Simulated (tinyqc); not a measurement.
How thick the regions must be: band offset from the macroscopic average of a supercell potential.

A model of the planar-averaged electrostatic energy of an electron in a periodic cell of N1 periods of A (L1 = N1 n1 h) and N2 periods of B (L2 = N2 n2 h), on z_j = j h: V(z) = f VA + (1 - f) VB + F t(z), VA = V1[0] + V1[1] cos(2 pi z/(n1 h)) + V1[2] cos(4 pi z/(n1 h)), VB the same with V2, n2 and z - L1. f = [tanh(z/w) - tanh((z - L1)/w) + tanh((z - L1 - L2)/w)]/2 + 1/2; t(z) = z - L1/2 in A and (L1/L2)(L1 + L2/2 - z) beyond, so that the cell is periodic.

Running mean over n points, periodic: for odd n the plain mean of the n points centred on j; for even n the n + 1 points with half weight at both ends. The macroscopic average applies the mean over n1 points and then over n2 points.

Inputs chosen for the exercise (gaps near those of GaAs and AlAs; not measured data):

| symbol | value | unit | meaning |
|---|---|---|---|
| h | 0.25 | angstrom | grid step |
| n1 | 5 |  | grid points per period of A |
| n2 | 5 |  | grid points per period of B |
| V1 | (-8.4, 1.92, 0.25) | eV | mean and two harmonics of the potential in A |
| V2 | (-11.2, 2.41, -0.26) | eV | the same in B |
| w | 0.54 | angstrom | width of the interfaces |

N1 = N2 = N, no slope (F = 0); dV is read at j = floor(N n1/2) and N n1 + floor(N n2/2). The exact value is V2[0] - V1[0].

Results:

| N | L1 (angstrom) | dV (eV) | error (meV) |
|---|---|---|---|
| 1 | 1.25 | -0.7966 | 2003.36 |
| 2 | 2.50 | -2.3938 | 406.24 |
| 4 | 5.00 | -2.7954 | 4.64 |
| 5 | 6.25 | -2.7995 | 0.50 |
| 6 | 7.50 | -2.8000 | 0.05 |

Give the missing row, N = 3.

Computed row:
```
N  L1 (angstrom)  dV (eV)  error (meV)
3           3.75  -2.7501        49.92
```

The error is below 10 meV from N = 4 on. The two windows together span 2.50 angstrom and must fit between the interface tails, which fall as exp(-2 z/w); the errors at N = 2, 3 and 4 are 406.24, 49.92 and 4.64 meV.

(tinyqc, `OMP_NUM_THREADS=1 python tinyqc.py 1880556 1880557 out.jsonl`, Intel(R) Xeon(R) Processor @ 2.30GHz, 1 thread, shared host, about 0.01 s.)
